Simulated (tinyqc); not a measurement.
What a faster ramp buys: rapid thermal processing of a wafer: radiative balance, ramp and cooling, pattern effects, pyrometer error and spike budget. Computed by tinyqc, a small Python program. Command: `OMP_NUM_THREADS=1 python tinyqc.py 3111359 3111360 out.jsonl rtp walk`. One thread of a shared host (Intel(R) Xeon(R) Processor @ 2.30GHz), about 0.04 s of CPU time with the checks.

The wafer is opaque and uniform through its thickness unless said otherwise; temperatures in formulas are in kelvin (C + 273.15). sigma = 5.670374419e-12 W/(cm^2 K^4).

Inputs (values chosen for the exercise, modelled on a hot silicon wafer):
```
quantity,value,unit
wafer thickness d,775,micrometre
heat capacity per volume C,2.17,J/(cm^3 K)
thermal conductivity k,0.27,W/(cm K)
emissivity eps of each face,0.56,-
reflectivity of the chamber walls r,0.84,-
"gas heat-transfer coefficient h, both faces together",0.52,mW/(cm^2 K)
wall temperature T_w,300,K
process temperature,681,C
starting temperature,400,C
ramp rate,100,K/s
activation energy of the process E_a,2.7,eV
```

Constants: k_B = 8.617333262e-05 eV/K.

Method:
- Effective emissivity between parallel grey plates: eps_eff = 1/(1/eps + 1/(1 - r) - 1). Loss per area q(T) = 2 eps_eff sigma (T^4 - T_w^4) + h (T - T_w).
- Absorbed power during a ramp = q(T) + C d x ramp rate; thermal time constant tau = C d/(dq/dT), dq/dT = 8 eps_eff sigma T^3 + h; natural cooling rate q/(C d); front-to-back difference under one-sided heating at the end of the ramp = (absorbed power) d/(2 k).
- Cooling with the lamps off: C d dT/dt = -q(T), integrated adaptively (relative tolerance 1e-10).
- Spike anneal: linear ramp to the peak, then lamps off. Equivalent time at the peak = int exp(-(E_a/k_B)(1/T - 1/T_peak)) dt; estimate (k_B T^2/E_a)(1/ramp rate + 1/cooling rate). The ramp part uses 4000 trapezoid steps, the cooling part 4000 steps over 4 tau.

time constant tau = 27.4764 s

holding power q = 1.66308 W/cm^2

natural cooling rate = 9.88900 K/s

Against the ramp rate:
```
ramp (K/s),ramp part (s),cooling part (s),total (s),power at the peak (W/cm^2)
10,2.7431,3.0733,5.8164,3.34
25,1.0973,3.0733,4.1705,5.87
50,0.5486,3.0733,3.6219,10.07
100,0.2743,3.0733,3.3476,18.48
250,0.1097,3.0733,3.1830,43.71
500,0.0549,3.0733,3.1281,85.75
1000,0.0274,3.0733,3.1007,169.84
```

What does the comparison show, and why?

From 10 to 100 K/s the total falls by a factor 1.7, from 100 to 1000 K/s by 1.08: the cooling part, 3.07 s, is a floor, and the natural cooling rate here is 9.89 K/s.

Extremes, crossings and ranges named in words are read from the listed rows.
